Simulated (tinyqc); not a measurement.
What moves the results: alloy A(1-x)B(x) by interpolation with bowing. A value that a table varies takes the place of the one given here.

Each gap follows E(x) = (1 - x) E_A + x E_B - C x (1 - x); the lattice constant follows Vegard, a(x) = (1 - x) a_A + x a_B.

Mass at Gamma from the Kane formula 1/m = F + Ep (Eg + 2 Dso/3)/(Eg (Eg + Dso)). F is fixed by the masses of A and B and interpolated linearly, as is Ep; Eg and Dso carry their bowing.

Constants: hc = 1239.841984 eV nm.

Inputs chosen for the exercise (A near GaAs, B near GaSb; shifted at random, so the results belong to these values and not to a real crystal):
```
symbol  value                 unit      meaning
a       (5.649, 6.096)        angstrom  lattice constant of A, B
Eg      (1.504, 0.816)        eV        gap at Gamma to the s-like level of A, B
EgX     (1.964, 1.145)        eV        gap to the lowest valley along Gamma-X of A, B
EgL     (1.833, 0.882)        eV        gap to L of A, B
C       (1.563, 1.36, 1.206)  eV        bowing of the Gamma, X and L gaps
Dso     (0.342, 0.768)        eV        spin-orbit splitting of A, B
Ep      (25.9, 26.6)          eV        Kane energy of A, B
me      (0.0672, 0.0389)      m0        electron mass at Gamma of A, B
Cs      0.65                  eV        bowing of Dso
x       0.34                            fraction of B
```

## Gaps across the alloy

Eleven compositions.

Gaps (eV):
```
x    a (angstrom)  Gamma      X      L  lowest  wavelength (nm)
0.0        5.6490  1.504  1.964  1.833   Gamma              824
0.1        5.6937  1.295  1.760  1.629   Gamma              958
0.2        5.7384  1.116  1.583  1.450   Gamma             1111
0.3        5.7831  0.969  1.433  1.294   Gamma             1279
0.4        5.8278  0.854  1.310  1.163   Gamma             1452
0.5        5.8725  0.769  1.214  1.056   Gamma             1612
0.6        5.9172  0.716  1.146  0.973   Gamma             1731
0.7        5.9619  0.694  1.105  0.914   Gamma             1786
0.8        6.0066  0.704  1.091  0.879   Gamma             1762
0.9        6.0513  0.744  1.105  0.869   Gamma             1666
1.0        6.0960  0.816  1.145  0.882   Gamma             1519
```

The lowest valley is Gamma at every x. The Gamma gap has a minimum inside the range, 0.694 eV at x = (C - (E_B - E_A))/(2C) = 0.720, since the bowing exceeds the difference of the end gaps.

## Three ways to interpolate a mass

Linear in m, linear in 1/m, and the Kane formula.

Masses (m0):
```
x      Eg (eV)  linear in m  linear in 1/m    Kane  Kane m/Eg (1/eV)
0.000    1.504       0.0672         0.0672  0.0672            0.0447
0.125    1.247       0.0637         0.0616  0.0553            0.0443
0.250    1.039       0.0601         0.0569  0.0460            0.0443
0.375    0.880       0.0566         0.0528  0.0392            0.0446
0.500    0.769       0.0530         0.0493  0.0347            0.0451
0.625    0.708       0.0495         0.0462  0.0324            0.0458
0.750    0.695       0.0460         0.0435  0.0323            0.0465
0.875    0.731       0.0424         0.0411  0.0345            0.0471
1.000    0.816       0.0389         0.0389  0.0389            0.0477
```

At x = 0.5 the three give 0.0530, 0.0493 and 0.0347; judged by the largest distance, the Kane value is closer to the interpolation in 1/m (largest distances 0.0184 m0 from the rule in m, 0.0146 m0 from the rule in 1/m), and it dips below both end values, following the bowed gap, which neither rule can do. The ratio m/Eg varies by a factor of 1.08 while the gap varies by 2.16; a constant ratio is the two-band rule m = Eg/Ep at fixed Ep.

## What each parameter does

Gaps at x and the Kane mass. Each row changes one parameter from the base and keeps the others.

Results:
```
case                         Gamma (eV)  X (eV)  L (eV)  mass (m0)
base                             0.9193  1.3804  1.2390     0.0409
x = 0.38                         0.8743  1.3324  1.1875     0.0390
C = (1.663, 1.46, 1.306) eV      0.8969  1.3579  1.2166     0.0399
Eg = (1.579, 0.816) eV           0.9688  1.3804  1.2390     0.0422
EgX = (1.964, 1.088) eV          0.9193  1.3610  1.2390     0.0409
EgL = (1.741, 0.882) eV          0.9193  1.3804  1.1783     0.0409
Ep = (28.5, 29.3) eV             0.9193  1.3804  1.2390     0.0399
Cs = 0.7 eV                      0.9193  1.3804  1.2390     0.0408
```

The largest shifts from the base row, up to three for each result and ties (the steps differ in size, so this ranks the rows, not the parameters). Gamma (eV): Eg +0.0495, x -0.0450, C -0.0224; unchanged at the printed digits by EgX, EgL, Ep and Cs. X (eV): x -0.0480, C -0.0224, EgX -0.0194; unchanged at the printed digits by Eg, EgL, Ep and Cs. L (eV): EgL -0.0607, x -0.0515, C -0.0224; unchanged at the printed digits by Eg, EgX, Ep and Cs. mass (m0): x -0.0019, Eg +0.0013, C -0.0010, Ep -0.0010; unchanged at the printed digits by EgX and EgL.

tinyqc: `OMP_NUM_THREADS=1 python tinyqc.py 1080345 1080346 out.jsonl`; about 0.01 s, one thread, shared Intel(R) Xeon(R) Processor @ 2.30GHz.
